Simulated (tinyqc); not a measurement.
# Finite-difference solution of the diffusion equation on a small grid, step by step

A worked calculation. Computed by tinyqc, a small Python program that keeps every step. Command: `OMP_NUM_THREADS=1 python tinyqc.py 3022314 3022315 out.jsonl fdiff walk`. One thread of a shared host (Intel(R) Xeon(R) Processor @ 2.30GHz), about 0.01 s of CPU time with the checks. Intermediate numbers are printed to about 6 digits and carried at full precision; extremes and crossings named in words are read from the listed rows.

dC/dt = D d2C/dx2 on nodes x_j = j dx, j = 0..7; the far end is sealed.

Inputs (values chosen for the exercise): diffusivity D = 1.4 nm^2/s; grid spacing dx = 25 nm; time step dt = 68 s; final time t_f = 680 s.

Boundary at x = 0: sealed surface. Scheme: explicit.

start values C_j, j = 0, 1, ... (% of a reference): [39.5, 58.1, 100, 79.2, 30, 4.87, 0, 0]

## Mesh ratio and operator

The operator M acts as (M C)_j = C_(j-1) - 2 C_j + C_(j+1); at the sealed far end a mirror node gives 2 C_(N-2) - 2 C_(N-1); at j = 0, a mirror node gives 2 C_1 - 2 C_0. r = D dt/dx^2.

mesh ratio r = 0.15232

operator M, rows 0, 1, 2, 3, 4, 5, 6, 7:
```
[[-2, 2, 0, 0, 0, 0, 0, 0],
 [1, -2, 1, 0, 0, 0, 0, 0],
 [0, 1, -2, 1, 0, 0, 0, 0],
 [0, 0, 1, -2, 1, 0, 0, 0],
 [0, 0, 0, 1, -2, 1, 0, 0],
 [0, 0, 0, 0, 1, -2, 1, 0],
 [0, 0, 0, 0, 0, 1, -2, 1],
 [0, 0, 0, 0, 0, 0, 2, -2]]
```

## Amplification factors

The mode of M with eigenvalue mu has its amplitude multiplied per step by g = (1 + (1 - theta) r mu)/(1 - theta r mu), with theta = 0 explicit, 1 implicit, 1/2 Crank-Nicolson; the explicit scheme is stable for r up to 2/|mu_min|.

eigenvalues mu of M: [-4.00000, -3.80194, -3.24698, -2.44504, -1.55496, -0.75302, -0.19806, 0.00000]

factors g: [0.39072, 0.42089, 0.50542, 0.62757, 0.76315, 0.88530, 0.96983, 1.00000]

largest stable r of the explicit scheme = 0.5

The smallest factor is 0.391: no mode changes sign, and all decay but one with mu = 0 where there is such a mode.

## Time step 1

C at the start (%): [39.50, 58.10, 100.00, 79.20, 30.00, 4.87, 0.00, 0.00]

With r = D dt/dx^2: (1 - theta r M) C(new) = (1 + (1 - theta) r M) C(old); theta = 0 explicit, 1 implicit, 1/2 Crank-Nicolson.

C after step 1 (%): [45.1663, 61.6491, 90.4495, 74.8741, 33.6663, 7.9560, 0.7418, 0.0000]

## Time step 2

The formulas are those given above.

C after step 2 (%): [50.1876, 63.5253, 83.6902, 70.9698, 36.0269, 10.7733, 1.7277, 0.2260]

## All steps

The run takes n = round(t_f/dt) steps of length t_f/n. The dose is the trapezoidal sum of C dx; the error is the largest difference from exp(M D t/dx^2) C(0), the exact time evolution on the same grid.

Course of the run:
```
step  t (s)      C_1      C_4  dose (% nm)  largest error
1        68  61.6491  33.6663         7298        1.23947
2       136  63.5253  36.0269         7298        1.65790
3       204  64.5652  37.5028         7298        1.73047
4       272  65.1443  38.3895         7298        1.65684
5       340  65.4406  38.8880         7298        1.52417
6       408  65.5459  39.1334         7298        1.45568
7       476  65.5126  39.2166         7298        1.35820
8       544  65.3740  39.1988         7298        1.23414
9       612  65.1537  39.1211         7298        1.10088
10      680  64.8689  39.0114         7298        0.96880
```

C at the end (%): [64.4360, 64.8689, 63.0986, 54.3384, 39.0114, 22.8755, 11.6323, 7.7538]

largest error at t_f = 0.968799 %

final dose = 7298 % nm

final C_4 = 39.0114 %

The time-step error at the end is 0.97 on a scale of 64.9. Both ends are sealed, so the dose is conserved exactly, whatever the step.

## The three schemes as the step is halved

Each run reaches t_f in n equal steps; errors are the largest difference from exp(M D t_f/dx^2) C(0). A dash marks unstable explicit runs.

Largest error at t_f (%):
```
steps n        r  explicit  implicit  Crank-Nicolson
4        0.38080   2.61914   2.16175     2.21258e-01
8        0.19040   1.21641   1.13082     5.41023e-02
16       0.09520   0.60033   0.57785     1.34551e-02
32       0.04760   0.29764   0.29195     3.35944e-03
64       0.02380   0.14814   0.14672     8.39590e-04
128      0.01190   0.07390   0.07354     2.09881e-04
256      0.00595   0.03690   0.03681     5.24691e-05
```

From the last two rows, halving the step divides the error by 2.00 (explicit), 2.00 (implicit), 4.00 (Crank-Nicolson): a factor 2 marks first order in dt and 4 second order. Every row here lies within the explicit limit.

Checks made by the program: matrix exponential against 4096 Crank-Nicolson steps (relative difference 3e-09).
